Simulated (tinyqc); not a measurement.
On-chip interconnect, size-dependent resistivity and RC delay: two steps of the calculation.

A rectangular line between two neighbours and two ground planes. Surface and grain-boundary scattering are added to the bulk resistivity as corrections; capacitances are parallel-plate values without fringing; inductance is ignored.

Values chosen for this exercise; metal values close to those of tungsten:
```
symbol,value,unit,meaning
rho0,5.34,uohm cm,bulk resistivity
lam,15.9,nm,bulk mean free path
ps,0,,specular share of surface scattering
Rg,0.55,,reflection coefficient of grain boundaries
gr,2,,grain size over the metal width
wd,29,nm,drawn line width
AR,1.7,,"aspect ratio, height over width"
tl,1.1,nm,"liner on both walls and the bottom, not conducting"
sp,44,nm,space to the neighbouring lines
hd,56,nm,dielectric height to the planes above and below
ek,2.2,,relative permittivity of the dielectric
Mf,2,,Miller factor of the neighbours
Rd,1900,ohm,driver resistance
dt,5.7,ps,time step
```

Constants: eps0 = 8.8541878128e-12 F/m. Results are converted to the units shown.

Question 1. Resistivity, resistance and capacitance per length. Metal width x = wd - 2 tl, height y = AR wd - tl; grain boundaries (Mayadas-Shatzkes): al = (lam/(gr x)) Rg/(1 - Rg), g = 1/[1 - 3 al/2 + 3 al^2 - 3 al^3 ln(1 + 1/al)] - 1; surfaces (Fuchs-Sondheimer, thick limit): s = (3/8) lam (1 - ps)(1/x + 1/y); rho = rho0 (1 + g + s); r = rho/(x y); c = eps0 ek (2 wd/hd + 2 Mf AR wd/sp).

Wanted: x; y; al; g; s; rho; r; c.

Answer 1.

x = 26.80 nm
y = 48.20 nm
al = 0.3626
g = 0.5124
s = 0.3462
rho = 9.925 uohm cm
r = 76.83 ohm/um
c = 0.1075 fF/um

Question 2. Node voltages after a time step. A 1 V step is applied behind Rd at t = 0. C dv/dt = -G v + b, with G the conductance matrix of the ladder (1/Rs between neighbours, 1/Rd added at node 0) and b = (1 V/Rd, 0, ...). Trapezoidal step: (C/dt + G/2) v(new) = (C/dt - G/2) v + b.

Rs = 515.86022 ohm

```
node	C (fF)	v at t = 0 (V)
0	0.36081628	0
1	0.72163257	0
2	0.72163257	0
3	0.72163257	0
4	0.72163257	0
5	0.72163257	0
6	0.72163257	0
7	2.1608163	0
```

Find: v at t = 1 dt.

Answer 2.

v at t = 1 dt, node 0 to 7 (V): 0.85047  0.59391  0.41492  0.29014  0.20324  0.14290  0.10122  0.07276

tinyqc, about 0.01 s, one thread, Intel Xeon 2.30GHz (shared host): `OMP_NUM_THREADS=1 python tinyqc.py 2100009 2100010 out.jsonl`
